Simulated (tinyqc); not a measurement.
Bandgap voltage reference from two bipolar transistors: one step of the calculation.

Two transistors of area 1 and N carry the same current I. Is(T) = Is (T/T0)^eta exp[(Vg0 q/kB)(1/T0 - 1/T)], VBE1 = Vt ln(I/Is(T)) + I rb, VBE2 = Vt ln(I/(N Is(T))) + I rb/N. The amplifier forces I R1(T) = VBE1 - VBE2 + Vos, with R(T) = R (1 + tc (T - T0)) for both resistors, and the output is Vref = VBE1 + I R2(T). Base currents and the Early effect are neglected.

Problem. Operating point at another temperature. Vt = kB T/q; I = (Vt ln N + Vos)/(R1(T) - rb (1 - 1/N)).

Parameters, values chosen for the exercise; values of the order met in silicon bipolar transistors:
- T0 = 300 K (reference temperature)
- Vg0 = 1.171 V (band-gap voltage extrapolated to 0 K)
- eta = 4.3 (temperature exponent of the saturation current)
- Is = 3.2e-16 A (saturation current of the unit transistor at T0)
- N = 15 (area ratio of the second transistor)
- R1 = 14 kohm (resistor across which the difference of VBE falls, at T0)
- tc = 2000 ppm/K (temperature coefficient of both resistors)
- Vos = 0 mV (offset of the amplifier)
- rb = 0 ohm (series resistance of the unit transistor)
- R2 = 141 kohm (output resistor at T0)
- T = 398 K (temperature)

Constants: q = 1.602176634e-19 C, kB = 1.380649e-23 J/K. Results are converted to the units shown.

Wanted: Vt; I; Is(T); VBE1; I R2; Vref.

Solution.

Vt = 0.034297 V
I = 5.5469 uA
Is(T) = 7.5313e-11 A
VBE1 = 0.38437 V
I R2 = 0.93541 V
Vref = 1.3198 V

From T0 to T, VBE1 changes by -222 mV and I R2 by 230 mV, which leaves 7.89 mV in Vref.

Computed by the program tinyqc: `OMP_NUM_THREADS=1 python tinyqc.py 2062147 2062148 out.jsonl`, one thread of a shared Intel Xeon 2.30GHz, about 0.02 s for the whole run.
